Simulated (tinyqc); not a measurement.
Position of the support ring: thermal and gravitational stress in a wafer during furnace and rapid thermal processing, and the onset of slip. Computed by tinyqc, a small Python program. Command: `OMP_NUM_THREADS=1 python tinyqc.py 3014530 3014531 out.jsonl slip walk`. One thread of a shared host (Intel(R) Xeon(R) Processor @ 2.30GHz), about 0.01 s of CPU time with the checks.

A thin free disc in plane stress, isotropic; T(r) = T_centre + dT (r/R)^n with n = 2. Stress is positive in tension; sigma_SB = 5.670374419e-8 W/(m^2 K^4), g = 9.80665 m/s^2.

Inputs (values chosen for the exercise, modelled on silicon):
```
quantity          value        unit
wafer radius R      150          mm
thickness t         775  micrometre
Poisson ratio nu   0.22           -
density rho        2330      kg/m^3
```

Method. Own weight q = rho g t on a ring of radius b R, x = r/R: moments of an edge-supported plate, M_r = q R^2 (3 + nu)(1 - x^2)/16 and M_t = q R^2 [(3 + nu) - (1 + 3 nu) x^2]/16, less the uniform moment inside the ring load, q R^2 [(1 - nu)(1 - b^2) - 2 (1 + nu) ln b]/8; stress at the lower face = 6 M/t^2.

Stress at the lower face (MPa):
```
b       centre  radial at ring  hoop at ring  largest in size
0.40  -0.63731        -0.76547      -0.70338          0.76547
0.50  -0.33149        -0.53175      -0.43473          0.53175
0.60  -0.06747        -0.35584      -0.21613          0.35584
0.65   0.05395        -0.28448      -0.12052          0.28448
0.70   0.17011        -0.22239      -0.03223          0.22239
0.75   0.28200        -0.16857       0.04972          0.28200
0.80   0.39043        -0.12223       0.12614          0.39043
0.90   0.59938        -0.04944       0.26489          0.59938
1.00   0.80102         0.00000       0.38807          0.80102
```

What follows from these numbers?

Among these rows the largest stress is least, 0.222 MPa, for a ring at 0.7 R, 3.6 times below edge support: the overhang balances the sag of the centre. All values scale as R^2/t.

Extremes, crossings and ranges named in words are read from the listed rows.
